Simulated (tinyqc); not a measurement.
# Epitaxial growth on a vicinal surface: Burton-Cabrera-Frank step flow, step-edge barrier and island nucleation, step by step

A worked calculation. Computed by tinyqc, a small Python program that keeps every step. Command: `OMP_NUM_THREADS=1 python tinyqc.py 3000948 3000949 out.jsonl stepflow walk`. One thread of a shared host (Intel(R) Xeon(R) Processor @ 2.30GHz), about 0.01 s of CPU time with the checks. Intermediate numbers are printed to about 6 digits and carried at full precision; extremes and crossings named in words are read from the listed rows.

Adatoms land at rate F, hop on a square grid (a simplification for hexagonal faces), desorb, or join steps. Lengths are in units of a and n is the adatom coverage. Steps ascend at x = 0 and descend at x = l.

Inputs (values chosen for the exercise, close to those used for Si(111)):
```
quantity,value,unit
site spacing a,3.84,angstrom
step height h,3.14,angstrom
diffusion barrier E_d,1.07,eV
desorption energy E_a,3.14,eV
adatom formation energy E_f,1.05,eV
step-edge barrier E_s,0,eV
attempt frequency nu,5,THz
deposition rate F,0.019,layers/s
miscut angle,2,degrees
temperature T,1100,C
critical nucleus size i,1,-
```

Constants: k_B = 8.617333262e-05 eV/K.

## Scales

D = nu exp(-E_d/(k_B T)) (a^2/s, nu counted per direction); tau = exp(E_a/(k_B T))/nu; x_s = sqrt(D tau); n_eq = exp(-E_f/(k_B T)); terrace width l = h/(a tan(miscut)); Schwoebel length l_s = exp(E_s/(k_B T)) - 1. Temperatures in kelvin are T(C) + 273.15.

D = 5.91320e+08 a^2/s

lifetime tau = 0.0669201 s

diffusion length x_s = 6290.56 a

equilibrium coverage n_eq = 1.40042e-04

terrace width l = 23.4161 a

Schwoebel length l_s = 0 a

l/x_s = 0.00372: nearly every adatom reaches a step.

## Terrace solution

D n'' - n/tau + F = 0 with n(0) = n_eq and -l_s n'(l) = n(l) - n_eq. With u = n - F tau, A = n_eq - F tau, y = l/x_s, s = l_s/x_s: u = A cosh(x/x_s) + B sinh(x/x_s), B = A (1 - cosh y - s sinh y)/(sinh y + s cosh y). Flux into the ascending step J+ = D B/x_s, over the descending one J- = -(D/x_s)(A sinh y + B cosh y); step velocity J+ + J-; growth rate (J+ + J-)/l. For small y: J+ + J- = (F - n_eq/tau) l, J-/J+ = l/(l + 2 l_s). The coverage peaks where n' = 0, tanh(x/x_s) = -B/A.

J+ = 0.197952 atoms per step site and s

J- = 0.197952 atoms per step site and s

growth rate = 0.0169073 layers/s

peak coverage = 1.40044e-04

position of the peak = 11.7081 a

11 % of the flux desorbs; even closely spaced steps lose n_eq/tau, 11 % of F. The ascending step takes 50.0 %, half, as there is no barrier.

## Step flow or islands

Island density on a flat surface without desorption: N = 0.25 (F/D)^(i/(i+2)) exp(E_i/((i+2) k_B T)) per site, with E_i = 0 for i = 1; spacing l_n = N^(-1/2). Step flow needs an effective width l_eff = 2 x(peak) below l_n.

island density N on a flat surface = 7.94786e-05 per site

island spacing l_n = 112.170 a

ratio l_eff/l_n = 0.208756

Steps capture adatoms before they meet: step flow. Caution: the prefactor 0.25 and the criterion are estimates, good to a factor of about two in length.

## Growth mode over temperature

x(peak) solves tanh(x/x_s) = -B/A. Rows where evaporation outweighs deposition are left out.

Scales:
```
T (C),x_s (a),l_s (a),incorporated share,l_n (a),l_eff/l_n
900,27944.4,0,0.999737,86.754,0.269913
950,18388.2,0,0.998568,93.241,0.251135
1000,12504.3,0,0.993175,99.647,0.234990
1050,8754.6,0,0.971104,105.960,0.220990
1100,6290.6,0,0.889858,112.170,0.208756
1150,4626.2,0,0.617846,118.269,0.197990
```

The ratio stays below 1: step flow in every row. Incorporation goes from 100.0 % to 61.8 %, as n_eq rises towards F tau or x_s falls below the terrace width: the window for smooth growth closes from above.

Checks made by the program: growth rate against F minus desorption, from a numerical solution (relative difference below 1e-10).
